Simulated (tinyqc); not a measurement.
# MOSFET in the linear regime without short-channel effects, parameter extraction from computed curves: what changes with what

Inversion charge Q = Cox n Vt W0(exp((Vg - VT)/(n Vt))), W0 the Lambert function and n = nf; u = Q/Cox; mobility mu = mu0/(1 + th1 u + th2 u^2); channel resistance Rch = (L - dL)/(W mu Q); Id = Vd/(Rch + Rsd/W). Cox = eps0 eox/tox. Small Vd, no channel-length or drain effects.

Inputs (values chosen for the exercise); channel values of the order met in silicon transistors:

| symbol | value | unit | meaning |
|---|---|---|---|
| T | 300 | K | temperature |
| eox | 3.9 |  | relative permittivity of the gate insulator (close to silicon dioxide) |
| tox | 1.6 | nm | insulator thickness |
| mu0 | 410 | cm^2/(V s) | low-field mobility |
| th1 | 0.31 | 1/V | first mobility attenuation factor |
| th2 | 0 | 1/V^2 | second mobility attenuation factor |
| VT | 0.23 | V | threshold voltage |
| nf | 1.07 |  | body factor |
| W | 10 | um | gate width |
| L | 0.057 | um | drawn gate length |
| dL | 0.011 | um | drawn less effective length |
| Rsd | 190 | ohm um | source plus drain resistance |
| Vd | 0.01 | V | drain voltage |

Constants: q = 1.602176634e-19 C, kB = 1.380649e-23 J/K, Vt = kB T/q, eps0 = 8.8541878128e-14 F/cm where lengths are in cm. Results are converted to the units shown.

Each table varies one quantity; the others keep the values above.

## Extraction methods against the source plus drain resistance

From the continuous curve Id(Vg): tangent at peak gm (V_ext = Vg - Id/gm); constant current Id = 0.1 uA W/L; peak of d2Id/dVg2; Y = Id/sqrt(gm) drawn through Vg = VT + 0.6 and VT + 0.8 V, with intercept VT_Y and slope s. Mobilities gm,max L/(W Cox Vd) and s^2 L/(W Cox Vd) with the drawn L. Last column: share of Rsd/W in the total resistance at VT + 0.8 V.

Extraction methods against the source plus drain resistance:
columns A: Rsd (ohm um); B: V_ext (V); C: constant current (V); D: second derivative (V); E: VT_Y (V); F: mobility from gm (cm^2/(V s)); G: mobility from Y (cm^2/(V s)); H: series share (%)
```
A         B      C      D      E     F    G     H
0     0.243  0.209  0.223  0.273   396  465     0
50    0.222  0.209  0.219  0.273   313  465  35.9
100   0.213  0.209  0.216  0.273   272  465  52.8
200   0.203  0.210  0.210  0.273   224  465  69.1
400   0.191  0.211  0.203  0.273   173  465  81.7
800   0.179  0.214  0.194  0.273   125  465  90.0
1500  0.167  0.220  0.183  0.273  86.6  465  94.4
```

What does the comparison show?

The model has VT = 0.23 V and mu0 = 410 cm^2/(V s). Over the table the extracted thresholds move by 76 mV (tangent), 12 mV (constant current), 39 mV (second derivative), under 0.5 mV (Y function). The mobility from gm falls from 396 to 86.6 and that from Y stays near 465 cm^2/(V s). Y cancels the series resistance, which multiplies Id and sqrt(gm) by the same factor.

## Extraction methods against the first mobility attenuation factor

Same model as above.

Results:
columns A: th1 (1/V); B: V_ext (V); C: constant current (V); D: second derivative (V); E: VT_Y (V); F: mobility from gm (cm^2/(V s)); G: mobility from Y (cm^2/(V s)); H: series share (%)
```
A        B      C      D      E    F    G     H
0    0.205  0.210  0.212  0.273  234  465  72.2
0.2  0.204  0.210  0.211  0.273  230  465  69.4
0.4  0.203  0.210  0.211  0.273  226  465  66.9
0.6  0.202  0.210  0.210  0.273  222  465  64.5
1    0.201  0.210  0.209  0.273  215  465  60.3
1.2  0.200  0.210  0.209  0.273  212  465  58.4
```

Estimate the missing row, th1 = 0.8 1/V.

Computed row:
columns A: th1 (1/V); B: V_ext (V); C: constant current (V); D: second derivative (V); E: VT_Y (V); F: mobility from gm (cm^2/(V s)); G: mobility from Y (cm^2/(V s)); H: series share (%)
```
A        B      C      D      E    F    G     H
0.8  0.201  0.210  0.210  0.273  219  465  62.3
```

With this row back in the table: The model has VT = 0.23 V and mu0 = 410 cm^2/(V s). Over the table the extracted thresholds move by 4.8 mV (tangent), under 0.5 mV (constant current), 3.0 mV (second derivative), under 0.5 mV (Y function). The mobility from gm falls from 234 to 212 and that from Y stays near 465 cm^2/(V s).

Computed by the program tinyqc: `OMP_NUM_THREADS=1 python tinyqc.py 2210140 2210141 out.jsonl`, one thread of a shared Intel Xeon 2.30GHz, about 0.01 s for the whole run.
